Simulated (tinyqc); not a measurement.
# Gated graphene, quantum capacitance: what changes with what

phi is the Fermi level above the Dirac point, in volts; Vg is counted from the gate voltage of charge neutrality. Ideal linear bands, no charge puddles.

Inputs (values chosen for the exercise); values close to those of graphene: temperature T = 300 K; relative permittivity of the gate insulator (close to silicon dioxide) eox = 3.9; insulator thickness tox = 0.93 nm; Fermi velocity vF = 1.02e6 m/s; density of traps Dit = 0 cm^-2 eV^-1; gate voltage Vg = -0.88 V.

Constants: q = 1.602176634e-19 C, kB = 1.380649e-23 J/K, hbar = 1.054571817e-34 J s, Vt = kB T/q, eps0 = 8.8541878128e-14 F/cm where lengths are in cm. Results are converted to the units shown.

Each table varies one quantity; the others keep the values above.

## Effect of the gate voltage

N0 = (2/pi)(kB T/(hbar vF))^2; n = N0 F1(phi/Vt), p = N0 F1(-phi/Vt), F1(e) = int_0^infinity u du/(1 + exp(u - e)) = -Li2(-exp(e)); Cq = q d(n - p)/dphi = (q N0/Vt) ln[2 (1 + cosh(phi/Vt))]. Cox = eps0 eox/tox; Vg = phi + q (n - p + Dit phi)/Cox. 1/C_G = 1/Cox + 1/(Cq + q Dit); dphi/dVg = Cox/(Cox + Cq + q Dit).

The same in every row: Cox (uF/cm^2) = 3.713.

Effect of the gate voltage:
```
Vg (V)   phi (V)  n - p (cm^-2)  Cq (uF/cm^2)  C_G (uF/cm^2)  dphi/dVg  n + p (cm^-2)
-0.3     -0.1869      -2.621e12         4.230          1.977    0.4675       2.622e12
-0.18    -0.1254      -1.265e12         2.847          1.612    0.5660       1.266e12
-0.06   -0.04763      -2.867e11         1.250         0.9351    0.7482       3.155e11
0.07     0.05502       3.472e11         1.377          1.004    0.7295       3.690e11
0.19      0.1310       1.367e12         2.972          1.651    0.5554       1.368e12
0.31      0.1915       2.746e12         4.335          2.000    0.4614       2.746e12
0.43      0.2431       4.330e12         5.502          2.217    0.4029       4.330e12
0.56      0.2925       6.199e12         6.620          2.379    0.3593       6.199e12
0.68      0.3338       8.023e12         7.553          2.489    0.3296       8.023e12
0.8       0.3719       9.922e12         8.415          2.576    0.3061       9.922e12
```

What does the table show?

As Vg goes from -0.3 to 0.8, Cq goes from 4.23 through a minimum of 1.25 (at Vg = -0.06 among the rows listed) to 8.42 uF/cm^2, C_G/Cox goes from 0.533 through a minimum of 0.252 (at Vg = -0.06 among the rows listed) to 0.694 and n - p rises from -2.62e12 to 9.92e12 cm^-2. Cq is below Cox for Vg = -0.18, -0.06, 0.07, 0.19; there the density of states limits the response dn/dVg more than the insulator does. At neutrality Cq is (q N0/Vt) ln 4 = 0.811 uF/cm^2, and far from it Cq grows as |phi|.

## Effect of the density of traps

Same model as above.

The same in every row: Cox (uF/cm^2) = 3.713.

Effect of the density of traps:
```
Dit (cm^-2 eV^-1)  phi (V)  n - p (cm^-2)  Cq (uF/cm^2)  C_G (uF/cm^2)  dphi/dVg  n + p (cm^-2)
0                  -0.3958      -1.122e13         8.957          2.625    0.2930       1.122e13
1e11               -0.3953      -1.119e13         8.946          2.625    0.2929       1.119e13
3e11               -0.3943      -1.114e13         8.923          2.626    0.2927       1.114e13
7e11               -0.3924      -1.103e13         8.878          2.628    0.2923       1.103e13
2e12               -0.3860      -1.068e13         8.734          2.633    0.2908       1.068e13
4e12               -0.3765      -1.016e13         8.519          2.642    0.2884       1.016e13
1e13               -0.3497      -8.792e12         7.914          2.671    0.2807       8.792e12
3e13               -0.2780      -5.612e12         6.290          2.782    0.2507       5.612e12
```

Read the table: what changes, and by how much?

As Dit goes from 0 to 3e13, Cq falls from 8.96 to 6.29 uF/cm^2, C_G/Cox rises from 0.707 to 0.749 and n - p rises from -1.12e13 to -5.61e12 cm^-2. Cq exceeds Cox in every row, so the insulator is the tighter limit, though Cq still cuts C_G by up to 29 %.

tinyqc, about 0.03 s, one thread, Intel Xeon 2.30GHz (shared host): `OMP_NUM_THREADS=1 python tinyqc.py 2200067 2200068 out.jsonl`
